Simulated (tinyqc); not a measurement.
Inside a calculation. Method: RHF in the sto-3g basis, for H6, spin multiplicity 1. One step of it, computed by the program tinyqc.

Problem. Iteration 47 (converged): orbitals. Diagonalise F' = X^T F X, C = X C', fill 3 alpha and 3 beta electrons from the bottom; D = 2 C_occ C_occ^T. Each column has its largest component positive (the first on a tie).

converged F (hartree):
```
           1H 1s      2H 1s      3H 1s      4H 1s      5H 1s      6H 1s
1H 1s  -0.231893  -0.457731  -0.032146   0.002674   0.000348  -0.000598
2H 1s  -0.457731  -0.240789  -0.105498  -0.032059  -0.000573   0.000348
3H 1s  -0.032146  -0.105498  -0.241946  -0.458705  -0.031996   0.002660
4H 1s   0.002674  -0.032059  -0.458705  -0.241921  -0.105325  -0.032129
5H 1s   0.000348  -0.000573  -0.031996  -0.105325  -0.241077  -0.458131
6H 1s  -0.000598   0.000348   0.002660  -0.032129  -0.458131  -0.232207
```

X:
```
               1          2          3          4          5         6
1H 1s  -0.449919  -0.676496   0.524470  -0.348285  -0.405471  0.246990
2H 1s   0.555686   0.697201  -0.424895  -0.275695  -0.412195  0.299608
3H 1s  -0.763342  -0.107368  -0.617139   0.419626  -0.062155  0.401142
4H 1s   0.763598  -0.100268   0.617921   0.419970   0.059761  0.401186
5H 1s  -0.558633   0.697941   0.420856  -0.274084   0.412620  0.300320
6H 1s   0.453017  -0.678329  -0.520401  -0.346528   0.406267  0.247827
```

Give: F' = X^T F X; orbital energies; coefficients C; D after iteration 47.

Solution.

F' = X^T F X (hartree):
```
         1        2        3        4        5        6
1   0.5471   0.0001  -0.0035   0.0000   0.0177   0.0000
2   0.0001   0.4328  -0.0001   0.0219   0.0000   0.0125
3  -0.0035  -0.0001   0.3263  -0.0001   0.0144   0.0000
4   0.0000   0.0219  -0.0001  -0.4338   0.0001  -0.0008
5   0.0177   0.0000   0.0144   0.0001  -0.4741   0.0000
6   0.0000   0.0125   0.0000  -0.0008   0.0000  -0.5111
```

orbital energies (hartree): MO1 -0.5113, MO2 -0.4746, MO3 -0.4343, MO4 0.3265, MO5 0.4335, MO6 0.5475

coefficients C:
```
          MO1      MO2      MO3      MO4      MO5      MO6
1H 1s  0.2509  -0.4068  -0.3352   0.5100  -0.6819  -0.4648
2H 1s  0.2859  -0.4140  -0.2978  -0.4239   0.6939   0.5551
3H 1s  0.4082  -0.0387   0.4164  -0.6291  -0.0905  -0.7553
4H 1s  0.4083   0.0343   0.4168   0.6296  -0.0853   0.7554
5H 1s  0.2875   0.4147  -0.2950   0.4210   0.6947  -0.5571
6H 1s  0.2526   0.4079  -0.3324  -0.5070  -0.6834   0.4670
```

D after iteration 47:
```
         1H 1s    2H 1s    3H 1s    4H 1s    5H 1s    6H 1s
1H 1s   0.6816   0.6799  -0.0429  -0.1024   0.0047   0.0178
2H 1s   0.6799   0.6836   0.0174  -0.0432  -0.0032   0.0047
3H 1s  -0.0429   0.0174   0.6831   0.6778  -0.0431  -0.1022
4H 1s  -0.1024  -0.0432   0.6778   0.6831   0.0173  -0.0428
5H 1s   0.0047  -0.0032  -0.0431   0.0173   0.6833   0.6797
6H 1s   0.0178   0.0047  -0.1022  -0.0428   0.6797   0.6813
```
